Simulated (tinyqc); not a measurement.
From results back to parameters: Koster-Slater impurity in an sp3s* host.

Problem. In the Koster-Slater model a defect shifts the s level of its site by Vs and the p levels by Vp; an A1 level solves 1/Vs = G_s(E) and a T2 level 1/Vp = G_p(E), E from the top of the valence band. A defect has an A1 level at E = 3.9924 eV, one of the energies of the table, and a T2 level at 1.3308 eV.

G(E) of the host (1/eV):
```
E (eV)         G_s         G_p
0.0000  -0.0039081   0.0479527
0.6654  -0.0080918   0.0291777
1.3308  -0.0126012   0.0168864
1.9962  -0.0176774   0.0065610
2.6616  -0.0236588  -0.0031525
3.3270  -0.0311144  -0.0131916
3.9924  -0.0411781  -0.0247544
4.6578  -0.0567619  -0.0405238
5.3232  -0.0924726  -0.0749143
```

Find: Vs, Vp.

Solution. Read G_s and G_p at the two energies and invert them. Vs is attractive and pulls its level down from the conduction bands. Vp is repulsive and pushes its level up from the valence bands.

Vs, Vp (eV): -24.3  59.2

Run: tinyqc, `OMP_NUM_THREADS=1 python tinyqc.py 1482694 1482695 out.jsonl`; Intel(R) Xeon(R) Processor @ 2.30GHz, one thread, shared host; about 0.01 s of CPU time with all checks.
